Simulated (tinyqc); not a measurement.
One-electron ion in a basis of Gaussians, step by step. One step of it, computed by the program tinyqc.

Problem. Matrices over normalised Gaussians. With p = a_i + a_j and I(k) = Gamma((k+1)/2) / (2 p^((k+1)/2)): S = I(2l+2), T = (2l+3) a_i a_j S / p, V = -Z I(2l+1), each divided by sqrt(S_ii S_jj).

exponents of r^l exp(-a r^2) (1/bohr^2): 1.423000  5.941000  24.810000  103.600000  432.500000

Z = 4

l = 0

Give: S; T; V.

Solution.

S:
```
       1      2      3      4      5
1  1.000  0.702  0.305  0.111  0.039
2  0.702  1.000  0.702  0.305  0.111
3  0.305  0.702  1.000  0.702  0.305
4  0.111  0.305  0.702  1.000  0.702
5  0.039  0.111  0.305  0.702  1.000
```

T (hartree):
```
       1       2       3        4        5
1  2.135   2.417   1.231    0.468    0.165
2  2.417   8.912  10.089    5.139    1.955
3  1.231  10.089  37.215   42.135   21.464
4  0.468   5.139  42.135  155.400  175.957
5  0.165   1.955  21.464  175.957  648.750
```

V (hartree):
```
        1        2        3        4         5
1  -7.614   -8.595   -7.048   -5.143    -3.635
2  -8.595  -15.558  -17.562  -14.401   -10.508
3  -7.048  -17.562  -31.794  -35.888   -29.431
4  -5.143  -14.401  -35.888  -64.970   -73.337
5  -3.635  -10.508  -29.431  -73.337  -132.747
```
